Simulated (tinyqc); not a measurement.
Worked calculation: G0W0 on RHF in the sto-3g basis, for BeH2, spin multiplicity 1. One step of it, computed by the program tinyqc.

Question. Screening: direct RPA. With D = e_a - e_i and K = (ia|jb): diagonalise D^(1/2) (D + 4K) D^(1/2) = Z w^2 Z^T; X + Y = D^(1/2) Z w^(-1/2), each column of Z with its largest component positive (the first on a tie); E_c = (sum w - tr (D + 2K)) / 2.

orbital energies (hartree): MO1 -4.523479, MO2 -0.444357, MO3 -0.405582, MO4 0.211781, MO5 0.213202, MO6 0.429035, MO7 0.851919

Two-electron integrals over orbitals (pq|rs), unique and non-zero (hartree):
```
p,q,r,s,(pq|rs)
1,1,1,1,2.271594
2,1,1,1,-0.193768
2,1,2,1,0.025414
2,2,1,1,0.476780
2,2,2,1,-0.006279
2,2,2,2,0.390368
3,1,3,1,0.005633
3,2,3,1,0.012962
3,2,3,2,0.162650
3,3,1,1,0.445095
3,3,2,1,-0.002636
3,3,2,2,0.403213
3,3,3,3,0.426410
4,1,1,1,0.021727
4,1,2,1,-0.002616
4,1,2,2,0.001804
4,1,3,3,0.001036
4,1,4,1,0.015912
4,2,1,1,-0.009402
4,2,2,1,0.000872
4,2,2,2,0.005318
4,2,3,3,0.005516
4,2,4,1,0.014920
4,2,4,2,0.048628
4,3,3,1,-0.000055
4,3,3,2,0.006653
4,3,4,3,0.014328
4,4,1,1,0.568395
4,4,2,1,-0.007793
4,4,2,2,0.363154
4,4,3,3,0.349320
4,4,4,1,-0.002856
4,4,4,2,-0.013825
4,4,4,4,0.450871
5,1,5,1,0.015763
5,2,5,1,0.015136
5,2,5,2,0.048604
5,3,5,3,0.013899
5,4,5,1,-0.001806
5,4,5,2,-0.004764
5,4,5,4,0.024641
5,5,1,1,0.569178
5,5,2,1,-0.007728
5,5,2,2,0.363757
5,5,3,3,0.349483
5,5,4,1,0.000711
5,5,4,2,-0.004454
5,5,4,4,0.401096
5,5,5,5,0.449859
6,1,1,1,-0.185915
6,1,2,1,0.025030
6,1,2,2,-0.006307
6,1,3,3,-0.003576
6,1,4,1,-0.001107
6,1,4,2,0.002071
6,1,4,4,-0.005497
6,1,5,5,-0.005090
6,1,6,1,0.024962
6,2,1,1,0.120622
6,2,2,1,-0.006366
6,2,2,2,-0.020626
6,2,3,3,-0.044540
6,2,4,1,0.002006
6,2,4,2,-0.001812
6,2,4,4,0.056104
6,2,5,5,0.057538
6,2,6,1,-0.004343
6,2,6,2,0.079363
6,3,3,1,-0.001747
6,3,3,2,-0.093238
6,3,4,3,-0.005494
6,3,6,3,0.083889
6,4,1,1,0.009343
6,4,2,1,0.000211
6,4,2,2,0.001831
6,4,3,3,-0.001557
6,4,4,1,0.015851
6,4,4,2,0.045259
6,4,4,4,-0.002834
6,4,5,5,0.003403
6,4,6,1,0.001835
6,4,6,2,0.011153
6,4,6,4,0.048867
6,5,5,1,0.016262
6,5,5,2,0.046933
6,5,5,4,-0.003227
6,5,6,5,0.050151
6,6,1,1,0.472660
6,6,2,1,-0.006654
6,6,2,2,0.390736
6,6,3,3,0.401329
6,6,4,1,0.004468
6,6,4,2,0.013526
6,6,4,4,0.361042
6,6,5,5,0.362988
6,6,6,1,-0.005886
6,6,6,2,-0.030430
6,6,6,4,0.008700
6,6,6,6,0.408175
7,1,3,1,0.010606
7,1,3,2,0.019539
7,1,4,3,-0.000329
7,1,6,3,-0.001196
7,1,7,1,0.020273
7,2,3,1,0.003925
7,2,3,2,-0.042465
7,2,4,3,-0.006003
7,2,6,3,0.061288
7,2,7,1,0.007752
7,2,7,2,0.056736
7,3,1,1,0.144039
7,3,2,1,-0.004680
7,3,2,2,-0.003435
7,3,3,3,-0.019401
7,3,4,1,-0.000196
7,3,4,2,-0.008537
7,3,4,4,0.063153
7,3,5,5,0.063213
7,3,6,1,-0.003516
7,3,6,2,0.074407
7,3,6,4,0.004495
7,3,6,6,-0.023947
7,3,7,3,0.084062
7,4,3,1,-0.001434
7,4,3,2,-0.014413
7,4,4,3,0.013044
7,4,6,3,0.008675
7,4,7,1,-0.002407
7,4,7,2,0.002362
7,4,7,4,0.018112
7,5,5,3,0.013603
7,5,7,5,0.016704
7,6,3,1,0.010611
7,6,3,2,0.141040
7,6,4,3,0.007475
7,6,6,3,-0.093148
7,6,7,1,0.016316
7,6,7,2,-0.052762
7,6,7,4,-0.012435
7,6,7,6,0.137897
7,7,1,1,0.566715
7,7,2,1,-0.008500
7,7,2,2,0.418328
7,7,3,3,0.436351
7,7,4,1,0.000589
7,7,4,2,0.001177
7,7,4,4,0.386963
7,7,5,5,0.386528
7,7,6,1,-0.008384
7,7,6,2,-0.030041
7,7,6,4,-0.003468
7,7,6,6,0.426901
7,7,7,3,-0.005319
7,7,7,7,0.476580
```

Give: D^(1/2) (D + 4K) D^(1/2); excitation energies w; X + Y; RPA correlation energy.

Answer.

D^(1/2) (D + 4K) D^(1/2) (hartree^2):
```
,1>4,1>5,1>6,1>7,2>4,2>5,2>6,2>7,3>4,3>5,3>6,3>7
1>4,22.7241,0.0000,-0.0214,0.0000,0.1052,0.0000,0.0163,0.0000,0.0000,0.0000,0.0000,-0.0019
1>5,0.0000,22.7348,0.0000,0.0000,0.0000,0.1068,0.0000,0.0000,0.0000,0.0000,0.0000,0.0000
1>6,-0.0214,0.0000,25.0219,0.0000,0.0149,0.0000,-0.0361,0.0000,0.0000,0.0000,0.0000,-0.0351
1>7,0.0000,0.0000,0.0000,29.3308,0.0000,0.0000,0.0000,0.0819,-0.0024,0.0000,-0.0101,0.0000
2>4,0.1052,0.0000,0.0149,0.0000,0.5581,0.0000,-0.0055,0.0000,0.0000,0.0000,0.0000,-0.0310
2>5,0.0000,0.1068,0.0000,0.0000,0.0000,0.5602,0.0000,0.0000,0.0000,0.0000,0.0000,0.0000
2>6,0.0163,0.0000,-0.0361,0.0000,-0.0055,0.0000,1.0401,0.0000,0.0000,0.0000,0.0000,0.3119
2>7,0.0000,0.0000,0.0000,0.0819,0.0000,0.0000,0.0000,1.9745,-0.0215,0.0000,0.2550,0.0000
3>4,0.0000,0.0000,0.0000,-0.0024,0.0000,0.0000,0.0000,-0.0215,0.4165,0.0000,-0.0158,0.0000
3>5,0.0000,0.0000,0.0000,0.0000,0.0000,0.0000,0.0000,0.0000,0.0000,0.4173,0.0000,0.0000
3>6,0.0000,0.0000,0.0000,-0.0101,0.0000,0.0000,0.0000,0.2550,-0.0158,0.0000,0.9766,0.0000
3>7,-0.0019,0.0000,-0.0351,0.0000,-0.0310,0.0000,0.3119,0.0000,0.0000,0.0000,0.0000,2.0041
```

excitation energies w (hartree): 0.6449  0.6460  0.7463  0.7481  0.9568  0.9736  1.4269  1.4480  4.7670  4.7682  5.0022  5.4158

X + Y:
```
,1,2,3,4,5,6,7,8,9,10,11,12
1>4,0.0000,0.0000,-0.0119,0.0000,0.0000,-0.0017,0.0000,-0.0001,0.9966,0.0000,-0.0091,0.0000
1>5,0.0000,0.0000,0.0000,-0.0121,0.0000,0.0000,0.0000,0.0000,0.0000,0.9967,0.0000,0.0000
1>6,0.0000,0.0000,-0.0015,0.0000,0.0000,0.0023,0.0000,0.0036,0.0095,0.0000,0.9950,0.0000
1>7,0.0002,0.0000,0.0000,0.0000,0.0024,0.0000,-0.0055,0.0000,0.0000,0.0000,0.0000,0.9963
2>4,0.0000,0.0000,0.9374,0.0000,0.0000,0.0073,0.0000,-0.0137,0.0018,0.0000,0.0002,0.0000
2>5,0.0000,0.0000,0.0000,0.9375,0.0000,0.0000,0.0000,0.0000,0.0000,0.0018,0.0000,0.0000
2>6,0.0000,0.0000,-0.0030,0.0000,0.0000,0.9084,0.0000,0.2198,0.0003,0.0000,-0.0006,0.0000
2>7,0.0141,0.0000,0.0000,0.0000,-0.2730,0.0000,0.9265,0.0000,0.0000,0.0000,0.0000,0.0015
3>4,0.9781,0.0000,0.0000,0.0000,-0.0166,0.0000,-0.0100,0.0000,0.0000,0.0000,0.0000,0.0000
3>5,0.0000,0.9787,0.0000,0.0000,0.0000,0.0000,0.0000,0.0000,0.0000,0.0000,0.0000,0.0000
3>6,0.0269,0.0000,0.0000,0.0000,0.9077,0.0000,0.1791,0.0000,0.0000,0.0000,0.0000,-0.0001
3>7,0.0000,0.0000,0.0286,0.0000,0.0000,-0.3216,0.0000,0.8936,-0.0001,0.0000,-0.0008,0.0000
```

RPA correlation energy = -0.040204 hartree
